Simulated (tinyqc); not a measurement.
# Access strength from the read disturbance

Problem. Transistor (EKV form, voltages against the body): I = 2 n b Vt^2 [F(vp - Vs) - F(vp - Vd)] from drain to source, F(v) = ln^2(1 + exp(v/(2 Vt))), vp = (Vg - VT + sg |Vd - Vs|)/n. n-channel bodies are at 0; for the p-channel device all voltages are counted down from Vdd. b in uA/V^2 gives I in uA. In an SRAM read the low node Q obeys In(gate QB, drain Q) = Ip(gate QB, drain Q) + Ia, where the access transistor (threshold VTn) has its gate and drain at Vdd and its source at Q. Find Ia, ba and the cell ratio bn/ba.

Values chosen for this exercise:
```
symbol,value,unit,meaning
T,273,K,temperature
Vdd,0.7,V,supply voltage
n,1.14,,slope factor
sg,0.081,,drain-induced barrier lowering
VTn,0.38,V,n-channel threshold
VTp,0.41,V,p-channel threshold (magnitude)
bn,170,uA/V^2,gain factor of the pull-down transistor
bp,49,uA/V^2,gain factor of the pull-up transistor
```

Constants: q = 1.602176634e-19 C, kB = 1.380649e-23 J/K, Vt = kB T/q. Results are converted to the units shown.

Q and QB in the read (V): 0.092320738  0.69999595

Answer. The node equation gives Ia, which is proportional to ba.

Ia = 4.29 uA
ba = 140 uA/V^2
cell ratio = 1.21

Computed by the program tinyqc: `OMP_NUM_THREADS=1 python tinyqc.py 2340015 2340016 out.jsonl`, one thread of a shared Intel Xeon 2.30GHz, about 0.1 s for the whole run.
